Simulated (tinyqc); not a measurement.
# Quarter-wave Bragg mirror and the threshold of a vertical cavity: effects of single changes

N pairs of lossless layers, each a quarter wave thick at lam, in the order nL, nH from the incident medium n0 to the exit medium ns; normal incidence, no dispersion. At wavelength lam + dw each layer has the phase d = (pi/2) lam/(lam + dw) and the matrix [[cos d, i sin d/n], [i n sin d, cos d]].

Parameters, values chosen for the exercise; indices close to those of AlGaAs of two compositions:

| symbol | value | unit | meaning |
|---|---|---|---|
| lam | 850 | nm | design wavelength |
| nH | 3.518 |  | high index |
| nL | 3.077 |  | low index |
| N | 24 |  | number of pairs |
| n0 | 3.543 |  | index of the incident medium |
| ns | 1 |  | index of the exit medium |

Each table varies one quantity; the others keep the values above.

## Effect of the index contrast

At the design wavelength Y = ns (nL/nH)^(2 N), T0 = 4 n0 Y/(n0 + Y)^2; stop band, to first order in its width, (4 lam/pi) arcsin((nH - nL)/(nH + nL)); layer thicknesses lam/(4 n). N99 is the number of pairs, not rounded, for T0 = 1 %; Lp = lam/(4 (nH - nL)).

Results:
```
nL	T0 (%)	stop band (nm)	N99	Lp (nm)
2.11	2.489e-9	273.7	4.618	150.9
2.32	2.365e-7	223.7	5.670	177.4
2.53	1.515e-5	177.6	7.161	215.1
2.75	8.288e-4	132.9	9.585	276.7
2.96	0.02834	93.34	13.67	380.8
3.38	15.25	21.65	58.99	1540
```

Estimate the missing row, nL = 3.17.

Computed row:
```
nL	T0 (%)	stop band (nm)	N99	Lp (nm)
3.17	0.7580	56.34	22.66	610.6
```

With this row back in the table: As nL nears nH = 3.518, the stop band falls from 274 to 21.7 nm, N99 rises from 4.62 to 59.0 and Lp rises from 151 to 1540 nm. The product of stop band and Lp changes only from 41300 to 33300 nm^2.

## Spectrum across the stop band

B = M11 + M12 ns, C = M21 + M22 ns; r = (n0 B - C)/(n0 B + C), T = 4 n0 ns/|n0 B + C|^2, R = |r|^2 = 1 - T. stop band, to first order in its width, (4 lam/pi) arcsin((nH - nL)/(nH + nL)).

Spectrum across the stop band:
```
dw (nm)	R	T (%)	|trace of the pair matrix|/2
-51	0.5591	44.09	0.9889
-40	0.8101	18.99	0.9969
-33	0.9732	2.678	1.001
-22	0.9949	0.5113	1.005
-11	0.9977	0.2311	1.008
11	0.9977	0.2283	1.008
22	0.9954	0.4587	1.006
33	0.9832	1.683	1.002
40	0.9365	6.348	0.9990
51	0.1078	89.22	0.9931
```

The stop band is about 72.4 nm wide to first order; 6 of the 10 rows lie inside it (last column above one), where the field decays from pair to pair. T is 0.231 and 0.228 % in the two rows nearest the centre, against 0.182 % at dw = 0, and 44.1 and 89.2 % in the outermost rows, where it oscillates with wavelength.

Numbers from tinyqc (`OMP_NUM_THREADS=1 python tinyqc.py 2650013 2650014 out.jsonl`; about 0.01 s on one thread of a shared Intel Xeon 2.30GHz).
